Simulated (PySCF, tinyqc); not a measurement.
Worked calculation: FCI on RHF in the sto-6g basis, for H2, spin multiplicity 1. The lowest restricted solution is unstable here: a spin-polarised one lies 0.0007 hartree lower (PySCF). Computed by tinyqc, a small Python program that keeps every step (integrals from PySCF). Settings: charge = 0, multiplicity = 1, basis = sto-6g, method = RHF, energy threshold = 1e-10, iteration cap = 82, orthogonalisation = canonical, start = core, DIIS depth = 6, ci = FCI. Command: `OMP_NUM_THREADS=1 python tinyqc.py 26469 26470 out.jsonl` (the two numbers bound the seeds that draw the settings). One thread of a shared host (Intel(R) Xeon(R) Processor @ 2.60GHz), about 0.05 s of CPU time with the checks. The early iterations of the SCF are left out here.

## One-electron integrals

Geometry (angstrom):
```
atom         x         y         z
H     0.000000  0.000000  0.000000
H     0.000000  0.000000  1.182000
```

Basis sto-6g: exponents (1/bohr^2) and contraction coefficients of normalised primitives:
```
element  l (shell)   exponent  coefficient
H            s (1)  35.523221     0.009164
H            s (1)   6.513144     0.049361
H            s (1)   1.822143     0.168538
H            s (1)   0.625955     0.370563
H            s (1)   0.243077     0.416492
H            s (1)   0.100112     0.130334
```

Overlap, kinetic and nuclear-attraction integrals over the contracted functions; the nuclear repulsion is the sum of Za Zb / Rab.

nuclear repulsion = 0.44769646 hartree

overlap S:
```
          1H 1s     2H 1s
1H 1s  1.000000  0.396556
2H 1s  0.396556  1.000000
```

kinetic energy T (hartree):
```
          1H 1s     2H 1s
1H 1s  0.768522  0.058398
2H 1s  0.058398  0.768522
```

nuclear attraction V (hartree):
```
           1H 1s      2H 1s
1H 1s  -1.680626  -0.585920
2H 1s  -0.585920  -1.680626
```

core Hamiltonian H = T + V (hartree):
```
           1H 1s      2H 1s
1H 1s  -0.912104  -0.527522
2H 1s  -0.527522  -0.912104
```

## Two-electron integrals

Functions are numbered as in S; the eight-fold symmetry (ij|kl) = (ji|kl) = (kl|ij) leaves the list below.

Two-electron integrals (ij|kl) in chemists' order, unique and non-zero (hartree):
```
(11|11) 0.774999   (21|11) 0.233676   (21|21) 0.096208   (22|11) 0.422891
(22|21) 0.233676   (22|22) 0.774999
```

## Orthogonalisation

S = U s U^T; canonical form X = U s^(-1/2), so that X^T S X = 1. Each column of U has its largest component positive (the first on a tie).

eigenvalues of S: 0.603444  1.396556

X:
```
               1         2
1H 1s   0.910262  0.598351
2H 1s  -0.910262  0.598351
```

## Starting guess

The start is the orbitals of the core Hamiltonian; D = 2 C_occ C_occ^T.

D at the start:
```
          1H 1s     2H 1s
1H 1s  0.716047  0.716047
2H 1s  0.716047  0.716047
```

## Iteration 2 (converged): orbitals

converged F (hartree):
```
           1H 1s      2H 1s
1H 1s  -0.198948  -0.408270
2H 1s  -0.408270  -0.198948
```

Diagonalise F' = X^T F X, C = X C', fill 1 alpha and 1 beta electrons from the bottom; D = 2 C_occ C_occ^T. Each column has its largest component positive (the first on a tie).

F' = X^T F X (hartree):
```
          1          2
1  0.346880   0.000000
2  0.000000  -0.434797
```

orbital energies (hartree): MO1 -0.434797, MO2 0.346880

coefficients C:
```
            MO1        MO2
1H 1s  0.598351   0.910262
2H 1s  0.598351  -0.910262
```

D after iteration 2:
```
          1H 1s     2H 1s
1H 1s  0.716047  0.716047
2H 1s  0.716047  0.716047
```

## Convergence

Stop when the energy changes by less than 1e-10 hartree and every element of the error matrix X^T (F D S - S D F) X is below 3e-06.

Course of the cycle:
```
iteration  E (hartree)     change  largest element of the error matrix
1          -1.01794094          -                             1.19e-16
2          -1.01794094  -4.44e-16                             2.42e-16
```

PySCF RHF in the same basis = -1.01794094 hartree

Converged in 2 iterations.

## Populations, bond orders and dipole

Mulliken: Z minus the diagonal of D S on the atom; Loewdin: the same with S^(1/2) D S^(1/2); Mayer order: 2 sum_s sum (D(s) S)_ij (D(s) S)_ji over the two atoms.

Charges (e):
```
atom  Mulliken  Loewdin
1H    0.000000        0
2H           0        0
```

Mayer bond orders:
```
pair     order
2-1   1.000000
```

dipole moment about the origin, x y z (debye): 0.000000  0.000000  0.000000

## Integrals over molecular orbitals

(pq|rs) = sum C_ip C_jq C_kr C_ls (ij|kl), one index at a time.

one-electron integrals over orbitals h = C^T H C (hartree):
```
           1          2
1  -1.030840   0.000000
2   0.000000  -0.637312
```

Two-electron integrals over orbitals (pq|rs), unique and non-zero (hartree):
```
(11|11) 0.596043   (21|21) 0.208906   (22|11) 0.596549   (22|22) 0.625577
```

## FCI: determinants and Hamiltonian

Hartree-Fock energy = -1.01794094 hartree

Slater-Condon rules over spin orbitals, with the nuclear repulsion added and E(HF) subtracted on the diagonal. Only determinants linked to the reference directly or through others are kept (one block of an abelian symmetry group), so some states are absent.

Occupation strings over the orbitals (2 doubly, a alpha, b beta, 0 empty; spin orbitals ordered 1a 1b 2a 2b ...): 20 02

H - E(HF) between determinants (hartree):
```
          20        02
20  0.000000  0.208906
02  0.208906  0.816590
```

## FCI: roots

Diagonalise (each vector has its largest component positive (the first on a tie)); all determinants have Ms = 0, so triplets appear too. The lowest singlet root is the correlation energy.

lowest roots of this matrix, relative to E(HF) (hartree): -0.050340  0.866930

lowest vectors:
```
       root 1    root 2
20   0.972173  0.234266
02  -0.234266  0.972173
```

<S^2> of these roots: 0.000000  0.000000

weight of the ground state by excitation level 0, 1, 2, ...: 0.945120  0.000000  0.054880
